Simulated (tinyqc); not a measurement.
Haynes-Shockley experiment: drift, diffusion and decay of a minority-carrier pulse: one step, computed by the program tinyqc.

A thin sheet of excess carriers is made at x = 0, t = 0 in a long uniform bar; injection is low, so the pulse moves with the minority mobility.

Task: Transport coefficients. D = mu k_B T/e, v = mu F. Transit time d/v, diffusion length sqrt(D tau), drift length v tau, Peclet number v d/D = e F d/(k_B T).

Inputs (values chosen for the exercise, modelled on electrons in p-type silicon in a lightly doped bar): minority mobility mu = 1410 cm^2/(V s); lifetime tau = 42 microsecond; temperature T = 330 K; field F = 5.1 V/cm; distance d to the collector = 0.49 cm.

Constants: k_B = 8.617333262e-05 eV/K.

Give: D; drift velocity v; transit time d/v; diffusion length; drift length v tau; Peclet number.

Result:

D = 40.10 cm^2/s

drift velocity v = 7191 cm/s

transit time d/v = 68.14 microsecond

diffusion length = 410.4 micrometre

drift length v tau = 0.302022 cm

Peclet number = 87.88

The pulse must travel 1.62 drift lengths.
